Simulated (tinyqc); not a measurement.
# Projection against the Weibull slope

Defects are spread at random, so -ln(1 - F) is proportional to the area: t63(A2) = t63 (A1/A2)^(1/beta), and the time to the share Fp is t63(A2) (-ln(1 - Fp))^(1/beta).

Inputs (values chosen for the exercise):
- A1 = 5.4 um^2 (area of a test capacitor)
- A2 = 6.1e5 um^2 (gate area of the product)
- Fp = 1e-6 (allowed share of failed products)
- t63 = 180 s (characteristic time of a test capacitor)

Projection against the Weibull slope:
```
beta  t63 of the product (s)  time to Fp (s)  decades lost to area  decades lost to the percentile
0.6                 6.819e-7       6.819e-17                 8.422                           10.00
0.9                 4.374e-4       9.424e-11                 5.614                           6.667
1.2                  0.01108        1.108e-7                 4.211                           5.000
1.5                  0.07703        7.703e-6                 3.369                           4.000
1.8                   0.2806        1.302e-4                 2.807                           3.333
2.1                   0.7065        9.817e-4                 2.406                           2.857
2.4                    1.412        0.004466                 2.105                           2.500
2.7                    2.420         0.01451                 1.871                           2.222
3                      3.724         0.03724                 1.684                           2.000
```

Both losses go as 1/beta: together 18.4 decades at beta = 0.6 and 3.68 at 3. For small Fp only the ratio Fp/A2 counts, so ten times the area costs as much as a tenth of Fp.

Program tinyqc, `OMP_NUM_THREADS=1 python tinyqc.py 2070082 2070083 out.jsonl`; Intel Xeon 2.30GHz, shared host, one thread, about 0.01 s.
